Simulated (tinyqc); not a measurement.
From results back to parameters: two-band k.p model of the Delta valleys near the X point under shear strain. Five cases, with inputs chosen for the exercise.

Problem. Under a shear strain exy (|eta| < 1) the valley on the [001] axis has ml(eta) = ml/(1 - eta^2), 1/m[110] = 1/mt + eta/Mp and 1/m[1-10] = 1/mt - eta/Mp with Mp > 0, eta = D exy/Delta, Delta = 2 c k0^2/ml, k0 = kx0 2 pi/a, c = hbar^2/2m0.

Constants: hbar^2/2m0 = 3.80998211 eV angstrom^2.

Find: mt; eta; Mp; D.

Method. The mean of the two inverse transverse masses is 1/mt; eta^2 = 1 - ml/ml(eta), with the sign of 1/m[110] - 1/m[1-10] = 2 eta/Mp, which then gives Mp; D = eta Delta/exy.

Case 1.

Values chosen (near those of Si; not measured data):
- a = 5.439 angstrom (lattice constant)
- ml = 0.918 m0 (longitudinal mass)
- kx0 = 0.149 2 pi/a (distance of the minimum from X)
- exy = -0.0086 (shear strain)

m[110], m[1-10], ml(eta) (m0): 0.33173376  0.14728721  1.15254447

Solution.

mt = 0.204 m0
eta = -0.4511
Mp = 0.239 m0
D = 12.9 eV

Case 2.

Values chosen (near those of Si; not measured data):
- a = 5.435 angstrom (lattice constant)
- ml = 0.913 m0 (longitudinal mass)
- kx0 = 0.154 2 pi/a (distance of the minimum from X)
- exy = 0.0021 (shear strain)

m[110], m[1-10], ml(eta) (m0): 0.17657665  0.21771563  0.92667031

Solution.

mt = 0.195 m0
eta = 0.1215
Mp = 0.227 m0
D = 15.3 eV

Case 3.

Values chosen (near those of Si; not measured data):
- a = 5.43 angstrom (lattice constant)
- ml = 0.933 m0 (longitudinal mass)
- kx0 = 0.143 2 pi/a (distance of the minimum from X)
- exy = 0.0082 (shear strain)

m[110], m[1-10], ml(eta) (m0): 0.14145197  0.35317564  1.27343674

Solution.

mt = 0.202 m0
eta = 0.5170
Mp = 0.244 m0
D = 14.1 eV

Case 4.

Values chosen (near those of Si; not measured data):
- a = 5.433 angstrom (lattice constant)
- ml = 0.919 m0 (longitudinal mass)
- kx0 = 0.145 2 pi/a (distance of the minimum from X)
- exy = 0.0049 (shear strain)

m[110], m[1-10], ml(eta) (m0): 0.15584688  0.26042644  1.00746084

Solution.

mt = 0.195 m0
eta = 0.2963
Mp = 0.230 m0
D = 14.1 eV

Case 5.

Values chosen (near those of Si; not measured data):
- a = 5.421 angstrom (lattice constant)
- ml = 0.893 m0 (longitudinal mass)
- kx0 = 0.145 2 pi/a (distance of the minimum from X)
- exy = -0.0093 (shear strain)

m[110], m[1-10], ml(eta) (m0): 0.34886303  0.14215579  1.18114602

Solution.

mt = 0.202 m0
eta = -0.4939
Mp = 0.237 m0
D = 12.8 eV

Computed by tinyqc, one run a case: `OMP_NUM_THREADS=1 python tinyqc.py N N+1 out.jsonl` with N = 1050013, 1050039, 1050045, 1050068, 1050078; one thread of a shared Intel(R) Xeon(R) Processor @ 2.30GHz, about 0.01 s a run at most.
